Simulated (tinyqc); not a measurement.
Inside a calculation. Model: implant damage, amorphisation by cascade overlap, and solid-phase epitaxial regrowth. Computed by tinyqc, a small Python program that keeps every step. Command: `OMP_NUM_THREADS=1 python tinyqc.py 3112432 3112433 out.jsonl sper walk`. One thread of a shared host (Intel(R) Xeon(R) Processor @ 2.30GHz), about 0.01 s of CPU time with the checks. Intermediate numbers are printed to about 6 digits and carried at full precision; extremes and crossings named in words are read from the listed rows.

Range and width of the damage are inputs. Dynamic annealing enters only through the surviving share f.

Inputs (values chosen for the exercise, modelled on indium ions in silicon):
```
quantity,value,unit
atomic density N,49.9,1/nm^3
ion Z1,49,-
ion mass M1,114.8,u
target Z2,14,-
target mass M2,28.09,u
ion energy E,210,keV
displacement energy E_d,15,eV
depth of the damage peak R_d,86,nm
width of the damage profile s_d,40,nm
share of defects that survive f,0.49,-
critical displaced share x_c,0.18,-
dose Q,2.4e+14,1/cm^2
overlaps needed n,2,-
area amorphised by one track A_i,1.8,nm^2
regrowth prefactor v0,6.3e+15,nm/s
regrowth energy E_a,2.71,eV
anneal temperature,640,C
rate relative to (100),0.33,-
peak enhancement by the dopant,11,-
ramp rate,50,K/s
```

Constants: a_0 = 0.529177210903 angstrom; e^2/(4 pi eps_0) = 14.39964548 eV angstrom; k_B = 8.617333262e-05 eV/K.

## Damage energy and displacements per ion

Robinson partition: eps = E a M2/(Z1 Z2 (e^2/(4 pi eps_0)) (M1 + M2)), a = 0.8853 a_0/sqrt(Z1^(2/3) + Z2^(2/3)); k = 0.0793 Z1^(2/3) Z2^(1/2) (M1 + M2)^(3/2)/((Z1^(2/3) + Z2^(2/3))^(3/4) M1^(3/2) M2^(1/2)); damage energy T_d = E/(1 + k (eps + 0.40244 eps^(3/4) + 3.4008 eps^(1/6))); displacements nu = 0.8 T_d/(2 E_d).

reduced energy eps = 0.446830

k = 0.113497

damage energy T_d = 148.603 keV

T_d/E = 0.707633

displacements per ion nu = 3962.74

29 % of the energy goes to electrons.

## The amorphous layer

Displaced share x(z) = f nu Q exp(-(z - R_d)^2/(2 s_d^2))/(sqrt(2 pi) s_d N); the layer is amorphous where x > x_c, between R_d -/+ s_d sqrt(2 ln(x_max/x_c)), the upper edge being cut at the surface. Threshold dose Q_c = Q x_c/x_max.

peak displaced share x_max = 0.931435

threshold dose Q_c = 4.63800e+13 1/cm^2

upper edge = 13.4737 nm

lower edge = 158.526 nm

The layer is buried, so it regrows from both sides and the two fronts meet in a defect plane.

## Damage left below the interface

Displaced atoms per area beyond the lower edge z2: f nu Q (1/2) erfc((z2 - R_d)/(sqrt2 s_d)); they are not removed by regrowth.

share of the damage beyond z2 = 0.0349038

displaced atoms beyond z2 = 1.62658e+16 1/cm^2

## Layer against dose

The formulas are those given above.

Dose series; the last column is f nu Q erfc((z2 - R_d)/(sqrt2 s_d))/2:
```
Q (1/cm^2),x_max,upper edge (nm),lower edge (nm),displaced atoms beyond z2 (1/cm^2)
5.10e+13,0.19793,68.5684,103.432,3.28275e+16
6.96e+13,0.27012,49.9602,122.040,2.48391e+16
1.16e+14,0.45019,31.8381,140.162,1.97900e+16
1.86e+14,0.72186,19.3336,152.666,1.72604e+16
3.25e+14,1.26132,7.0680,164.932,1.52912e+16
5.57e+14,2.16171,0.0000,175.186,1.39357e+16
1.16e+15,4.50194,0.0000,187.498,1.25759e+16
2.32e+15,9.00387,0.0000,197.892,1.16070e+16
```

A dose 45 times larger moves the lower edge from 103 to 198 nm, as the root of a logarithm, and the damage beyond it falls by a factor 2.8, since the edge lies on an ever steeper tail. The layer reaches the surface at Q_c exp(R_d^2/(2 s_d^2)) = 4.68e14 per cm^2.

## Overlap model

Gibbons model: a point turns amorphous after n + 1 hits; with y = A_i Q the amorphous share is 1 - exp(-y) sum_(k=0..n) y^k/k!. Doses are set by y.

Amorphous share:
```
y,Q (1/cm^2),direct impact (n = 0),given n
0.1,5.55556e+12,0.095163,1.54653e-04
0.3,1.66667e+13,0.259182,3.59949e-03
0.6,3.33333e+13,0.451188,2.31153e-02
1.0,5.55556e+13,0.632121,8.03014e-02
2.0,1.11111e+14,0.864665,3.23324e-01
3.0,1.66667e+14,0.950213,5.76810e-01
5.0,2.77778e+14,0.993262,8.75348e-01
8.0,4.44444e+14,0.999665,9.86246e-01
```

At small y the share grows as y^3; between the first rows the exponent is 2.86.

## Isothermal regrowth

v = v0 x orientation factor x exp(-E_a/(k_B T)) x [1 + (enhancement - 1) exp(-(z - R_d)^2/(2 s_d^2))], T = anneal temperature + 273.15 K; the dopant is taken to follow the damage profile; the lower front moves from the lower edge z2 to the surface, or to the middle (z1 + z2)/2 of a buried layer with upper edge z1; time = int dz/v; the equivalent undoped distance is that time times the undoped velocity.

undoped velocity = 2.29645 nm/s

distance to regrow = 72.5263 nm

time without enhancement = 31.5819 s

equivalent undoped distance = 11.4722 nm

time with enhancement = 4.99561 s

The rate doubles for each 18 K or so near this temperature.

## Regrowth during a ramp

On a linear ramp from 200 C regrowth ends at the T_f where int v_undoped dT/(ramp rate) equals the equivalent undoped distance.

temperature at which regrowth ends = 701.441 C

Checks made by the program: tail against quadrature of x(z) N (relative difference below 1e-10).
